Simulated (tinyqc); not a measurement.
# Changing the length of a cut fin or stripe

Model: stress in a transistor channel from embedded alloy regions, liners and fins, by half-space elasticity. Computed by tinyqc, a small Python program. Command: `OMP_NUM_THREADS=1 python tinyqc.py 3025257 3025258 out.jsonl stressor sweep`. One thread of a shared host (Intel(R) Xeon(R) Processor @ 2.30GHz), about 0.05 s of CPU time with the checks.

Plane strain in an isotropic half-space, the same constants everywhere; x along the channel from its centre, y downwards from the free surface; stress is positive in tension.

Inputs (values chosen for the exercise, modelled on silicon): height of the strained layer h = 36 nm.

Method. Shear-lag estimate for a stripe of length l and height h on a like substrate: the stress along it is s(x)/s_film = 1 - cosh(x/lam)/cosh(l/(2 lam)), lam = (pi/2) g h with g = 1.258; mean = 1 - (2 lam/l) tanh(l/(2 lam)).

One run for each value:
```
length of a cut fin or stripe (nm)  share kept at the centre  share kept on average
36                                                    0.0312                 0.0208
60                                                    0.0828                 0.0553
100                                                   0.2047                 0.1376
170                                                   0.4453                 0.3036
280                                                   0.7259                 0.5113
470                                                   0.9266                 0.6981
780                                                   0.9917                 0.8176
1300                                                  0.9998                 0.8906
2200                                                  1.0000                 0.9353
```

Over the rows, share kept at the centre rises from 0.0312 to 1.000 (exponent d ln y / d ln x 1.9 between the first rows and 4.1e-4 between the last); share kept on average rises from 0.0208 to 0.935 (exponent d ln y / d ln x 1.9 between the first rows and 0.093 between the last).

Caution (rows 780, 1300, 2200): far from the ends the true relaxation falls as h/x, more slowly than the exponential of the shear-lag model.
